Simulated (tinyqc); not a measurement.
Bottom-up copper filling of a trench by curvature-enhanced accelerator coverage: one step, computed by the program tinyqc.

A rectangular trench keeps vertical walls and a flat floor. An accelerator floats on the surface; where area is lost in the corners it is passed on to the floor.

Question. Velocities. Kinetic current i_k = [i_0 (1 - theta) + i_1 theta] exp(alpha eta/(k_B T)), limit i_L = 2 F D C/delta, i = 1/(1/i_k + 1/i_L); velocity v = i Omega/(2F), Omega = 7.11 cm^3/mol, F = e N_A. Depletion inside the trench is ignored.

Inputs (values chosen for the exercise, close to those used for damascene copper plating): exchange current of the suppressed surface i_0 = 0.017 mA/cm^2; exchange current of the accelerated surface i_1 = 3.4 mA/cm^2; transfer coefficient alpha = 0.44; overpotential eta = 0.18 V; starting coverage theta_0 = 0.0064; cupric ion concentration C = 0.61 mol/l; diffusivity D = 5.7e-06 cm^2/s; boundary layer delta = 55 um; temperature T = 298 K.

Constants: e = 1.602176634e-19 C; N_A = 6.02214076e+23 1/mol; k_B = 8.617333262e-05 eV/K.

Give: limiting current i_L; velocity at theta = 0; velocity at theta_0; velocity at theta = 1; ratio v(1)/v(theta_0).

Answer.

limiting current i_L = 122.0 mA/cm^2

velocity at theta = 0 = 0.1364 nm/s

velocity at theta_0 = 0.3090 nm/s

velocity at theta = 1 = 17.01 nm/s

ratio v(1)/v(theta_0) = 55.05
